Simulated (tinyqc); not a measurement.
Thermal boundary conductance by the acoustic and diffuse mismatch models: one step, computed by the program tinyqc. Command: `OMP_NUM_THREADS=1 python tinyqc.py 3021896 3021897 out.jsonl kapitza walk`. One thread of a shared host (Intel(R) Xeon(R) Processor @ 2.30GHz), about 0.01 s of CPU time with the checks.

Each side has one longitudinal and two transverse Debye branches, omega = v q up to q_D = (6 pi^2 n)^(1/3), with n counting all atoms. Scattering at the interface is elastic. Electrons are left out of G, also for metals. Melting is ignored. G refers to the temperatures of the phonons sent towards the interface. Linear branches over all atoms overstate G at high T, most for crystals with several atoms a cell.

Task: Acoustic mismatch: transmission of each branch. No mode conversion. t(theta) = 4 Z_1 Z_2 cos(theta_1) cos(theta_2)/N^2, with N = Z_2 cos(theta_1) + Z_1 cos(theta_2) for L (the form for pressure waves) and N = Z_1 cos(theta_1) + Z_2 cos(theta_2) for both T branches (the form for shear waves polarised along the interface); sin(theta_2) = (v_2/v_1) sin(theta_1), and t = 0 beyond the critical angle arcsin(v_1/v_2); the mean over the incoming flux is alpha = 2 int t sin(theta_1) cos(theta_1) d theta_1 (64 Gauss-Legendre points).

Structure: film on a substrate.

Branches:

| branch | v (m/s) | cut-off (K) | Z (1e6 kg/(m^2 s)) |
|---|---|---|---|
| L, side 1 | 9630 | 1352.589 | 34.9569 |
| T, side 1 | 5920 | 831.498 | 21.4896 |
| L, side 2 | 10800 | 1581.549 | 42.8760 |
| T, side 2 | 6500 | 951.858 | 25.8050 |

Give: Transmission.

Result:

Transmission:

| branch | t at normal incidence | largest angle from side 1 (deg) | alpha, 1 to 2 | alpha, 2 to 1 |
|---|---|---|---|---|
| L | 0.9896 | 63.08 | 0.7528 | 0.9468 |
| T | 0.9917 | 65.61 | 0.8158 | 0.9834 |

For L waves from side 1 the critical cone of 63 degrees bounds the transmission; the mean is 0.75 against 0.99 at normal incidence. For T waves from side 1 the critical cone of 66 degrees bounds the transmission; the mean is 0.82 against 0.99 at normal incidence.
